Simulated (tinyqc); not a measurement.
# Double-gate transistor, scale length and short-channel effects: what changes with what

A body of thickness ts between two insulators of thickness ti and two tied gates. Below threshold the potential that source and drain add obeys Laplace's equation and vanishes on the gate. Its lowest mode decays along the channel as exp(-k y); k is the smallest positive root of the matching condition at the interface, and the scale length is Lambda = pi/k.

Inputs (values chosen for the exercise); permittivities: semiconductor close to that of germanium, insulator close to that of aluminium oxide: temperature T = 300 K; relative permittivity of the semiconductor eps_r = 16.1; relative permittivity of the insulator ei = 8.9; insulator thickness ti = 1.5 nm; body thickness ts = 12.1 nm; channel length L = 28 nm; potential of the source Vbi = 0.99 V; potential of the barrier top at threshold sT = 0.63 V; drain voltage Vds = 0.7 V.

Constants: q = 1.602176634e-19 C, kB = 1.380649e-23 J/K, Vt = kB T/q. Results are converted to the units shown.

Each table varies one quantity; the others keep the values above.

## Effect of the channel length

k is the smallest positive root of f(k) = ei cos(k ti) cos(k ts/2) - eps_r sin(k ti) sin(k ts/2). Along the channel psi(y) = s + a exp(y/l) + b exp(-y/l) with psi(0) = Vbi, psi(L) = Vbi + Vds and l = 1/k = Lambda/pi; with A = Vbi - s, B = A + Vds, x = exp(-L/l): a = (B - A x) x/(1 - x^2), b = (A - B x)/(1 - x^2). The minimum is s + 2 sqrt(a b), at y = (l/2) ln(b/a). The long-channel potential follows the gate as s = sT + (Vg - VTL)/m, and the threshold VT is the gate voltage at which the minimum equals sT. Swing = m Vt ln 10/g at threshold, g = d(minimum)/ds = 1 - (b x + a)/((1 + x) sqrt(a b)). DIBL = [VT(0.05 V) - VT(Vds)]/(Vds - 0.05 V). sT and Vbi are held fixed; m = 1.

The same in every row: Lambda (nm) = 17.25.

Effect of the channel length:
```
L (nm)  L/Lambda  VT - VTL at Vds = 0.05 V (mV)  VT - VTL at Vds (mV)  DIBL (mV/V)  swing (mV/decade)
19         1.101                         -201.4                -336.0        207.1              94.18
23         1.333                         -123.1                -203.7        123.9              80.89
27         1.565                         -78.66                -129.2        77.72              73.27
32         1.855                         -46.64                -76.07        45.28              67.73
38         2.203                         -25.75                -41.76        24.63              64.08
46         2.666                         -12.02                -19.41        11.37              61.66
55         3.188                         -5.206                -8.388        4.894              60.45
65         3.768                         -2.078                -3.344        1.947              59.90
78         4.521                        -0.6338                -1.019       0.5931              59.64
```

From L = 19 to 78 nm, DIBL falls from 207 to 0.593 mV/V and the swing falls from 94.2 to 59.6 mV a decade (long-channel value 59.5). Between the last two rows the threshold shift at Vds decays with a length of 10.9 nm, against 2 Lambda/pi = 11.0 nm for a shift that goes as exp(-pi L/(2 Lambda)). DIBL first drops below 100 mV/V at L = 27 nm among the rows, L/Lambda = 1.6. For L = 19 to 23 nm L is under 1.5 Lambda, where higher modes, left out of the one-mode potential, count.

## Effect of the relative permittivity of the insulator

Same model as above.

Effect of the relative permittivity of the insulator:
```
ei   Lambda (nm)  L/Lambda  VT - VTL at Vds (mV)  DIBL (mV/V)  swing (mV/decade)
3.9        22.40     1.250                -242.3        148.1              84.80
5.7        19.66     1.424                -169.7        102.8              77.43
8.5        17.47     1.603                -120.2        72.22              72.34
12         16.04     1.746                -92.46        55.23              69.45
18         14.80     1.892                -71.28        42.38              67.22
27         13.93     2.010                -58.05        34.40              65.82
40         13.35     2.097                -49.94        29.53              64.95
```

What does the comparison show?

As ei goes from 3.9 to 40, Lambda falls from 22.4 to 13.4 nm, DIBL falls from 148 to 29.5 mV/V and the swing falls from 84.8 to 65.0 mV a decade. On average Lambda goes as ei^(-0.22). For ei = 3.9 to 5.7 L is under 1.5 Lambda, where higher modes, left out of the one-mode potential, count.

Numbers from tinyqc (`OMP_NUM_THREADS=1 python tinyqc.py 2420155 2420156 out.jsonl`; about 0.01 s on one thread of a shared Intel Xeon 2.30GHz).
